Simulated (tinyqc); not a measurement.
Susceptibility against the Curie-Weiss form: Heisenberg spin cluster by exact diagonalisation: multiplets, susceptibility, level crossings. Computed by tinyqc, a small Python program. Command: `OMP_NUM_THREADS=1 python tinyqc.py 3012641 3012642 out.jsonl spincl walk`. One thread of a shared host (Intel(R) Xeon(R) Processor @ 2.30GHz), about 0.01 s of CPU time with the checks.

H = J1 sum S_i.S_j over the bonds 1-2, 2-3 + J2 sum over 1-3 - g mu_B B S_z; J > 0 is antiferromagnetic.

Inputs (values chosen for the exercise, for a model cluster): exchange J1 = 0.747 meV; exchange J2 = -0.51 meV; g factor = 2.03.

Cluster: triangle, two J1 bonds and one J2 bond. Spin s of each site: 0.5.

Constants: k_B = 8.617333262e-05 eV/K.

Method:
- Every multiplet has one member in the block S_z = 0.5; diagonalise it and read the total spin from <S^2> = S (S + 1).
- Z = sum k (2S + 1) exp(-E/(k_B T)) over the table, k the number of multiplets; <S^2> likewise with the factor S (S + 1); chi T = N_A g^2 mu_B^2 <S^2>/(3 k_B) = 0.125049 g^2 <S^2> cm^3 K/mol (cgs, per mole of clusters); C = (<E^2> - <E>^2)/(k_B T)^2; entropy = ln Z + <E>/(k_B T).
- High-temperature form: chi T = C0/(1 - theta/T), C0 = 0.125049 g^2 n s (s + 1), k_B theta = -(2/3) s (s + 1) (sum of J over bonds)/n, n = 3; a dash where T <= 1.05 theta.

Levels at B = 0:
```
E (meV)  total S  number of multiplets
-0.8745      0.5                     1
0.2460       1.5                     1
0.3825       0.5                     1
```

gap to the next level = 1.1205 meV

theta = -1.9031 K

Against temperature:
```
T (K)   chi T (cm^3 K/mol)  Curie-Weiss  chi (cm^3/mol)     C (k_B)
0.87                0.3865       0.3637         0.44424  1.5897e-04
1.70                0.3880       0.5470         0.22821  6.9433e-02
3.00                0.4257       0.7094         0.14190  6.3185e-01
5.20                0.5936       0.8488         0.11416  1.0022e+00
8.70                0.8106       0.9513         0.09317  5.7214e-01
14.00               0.9565       1.0207         0.06832  2.3261e-01
22.00               1.0393       1.0671         0.04724  8.9601e-02
35.00               1.0883       1.0997         0.03109  3.3223e-02
69.00               1.1253       1.1283         0.01631  7.9672e-03
140.00              1.1432       1.1439         0.00817  1.8545e-03
```

What does the comparison show, and why?

The Curie-Weiss form is within 3 % in the last 4 rows. chi keeps rising on cooling, towards the Curie law of the S = 0.5 ground state; among these rows C is largest at 5.2 K, and the gap is 13 K.

Extremes, crossings and ranges named in words are read from the listed rows.
